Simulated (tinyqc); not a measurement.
Inside a calculation: alloy A(1-x)B(x) by interpolation with bowing. Values are carried at full precision from step to step, so a last printed digit may differ when a step is redone from the rounded ones.

Each gap follows E(x) = (1 - x) E_A + x E_B - C x (1 - x); the lattice constant follows Vegard, a(x) = (1 - x) a_A + x a_B.

Constants: hc = 1239.841984 eV nm; kB = 8.617333262e-05 eV/K.

Parameters, chosen for this exercise (A near AlAs, B near InAs; the results hold for these values, not for the real material):
```
symbol  value                 unit      meaning
a       (5.655, 6.061)        angstrom  lattice constant of A, B
x       0.71                            fraction of B
Eg      (3.098, 0.412)        eV        gap at Gamma to the s-like level of A, B
EgX     (2.259, 1.431)        eV        gap to the lowest valley along Gamma-X of A, B
EgL     (2.476, 1.148)        eV        gap to L of A, B
C       (0.755, 0.04, 0)      eV        bowing of the Gamma, X and L gaps
Dso     (0.276, 0.385)        eV        spin-orbit splitting of A, B
Ep      (21.4, 21.4)          eV        Kane energy of A, B
me      (0.149, 0.0264)       m0        electron mass at Gamma of A, B
Cs      0.17                  eV        bowing of Dso
md      (0.0667, 0.69, 0.56)  m0        density-of-states masses of Gamma, all X and all L valleys
T       400                   K         temperature
```

## Gaps and lattice constant at x

Also give the wavelength hc/E of the lowest gap.

a(x) = 5.9433 angstrom

linear parts (eV): Gamma 1.1909, X 1.6711, L 1.5331

bowing terms C x (1 - x) (eV): Gamma 0.1555, X 0.0082, L 0.0000

gaps (eV): Gamma 1.0355, X 1.6629, L 1.5331

wavelength of the lowest gap = 1197.4 nm

The lowest valley is Gamma, so the gap is direct; the next, L, lies 498 meV higher.

## Where the valleys cross

The difference of two gaps is a quadratic q2 x^2 + q1 x + q0 with q2 = C_i - C_j, q1 = (E_B - E_A - C)_i - (E_B - E_A - C)_j, q0 = E_A,i - E_A,j; give its roots between 0 and 1 (a dash: none).

Crossings:
```
pair        q2      q1      q0  first root  second root
Gamma-X  0.715  -2.573   0.839      0.3626            -
Gamma-L  0.755  -2.113   0.622      0.3343            -
X-L      0.040   0.460  -0.217      0.4538            -
```

The lowest valley changes at x = 0.363 (X to Gamma, gap 1.950 eV). The other crossings lie above the lowest valley.

## Electron mass of the alloy

Mass at Gamma from the Kane formula 1/m = F + Ep (Eg + 2 Dso/3)/(Eg (Eg + Dso)). F is fixed by the masses of A and B and interpolated linearly, as is Ep; Eg and Dso carry their bowing.

Compare with the linear interpolation of the masses.

F of A, B: [-0.0079, -5.6993]

Ep, Eg, Dso at x (eV): [21.4000, 1.0355, 0.3184]

m(x) from the Kane formula = 0.0667 m0
m(x) linear = 0.0620 m0

The Kane value lies 7.6 % above the linear one.

## Shares of the electrons in the valleys

Non-degenerate: n_i proportional to md_i^(3/2) exp(-E_i/kT).

md^(3/2): Gamma 0.0172, X 0.5732, L 0.4191

(E - E_min)/kT: Gamma 0.00, X 18.20, L 14.44

shares: Gamma 1.000, X 0.000, L 0.000

Gamma holds most electrons (100.0 %).

## Checks

- The Gamma and X gaps at their crossing x = 0.3626 (eV): both 1.9495.
- The Gamma and L gaps at their crossing x = 0.3343 (eV): both 2.0320.
- The X and L gaps at their crossing x = 0.4538 (eV): both 1.8733.

Program tinyqc; command `OMP_NUM_THREADS=1 python tinyqc.py 1080109 1080110 out.jsonl`; about 0.01 s on one thread of a shared Intel(R) Xeon(R) Processor @ 2.30GHz.
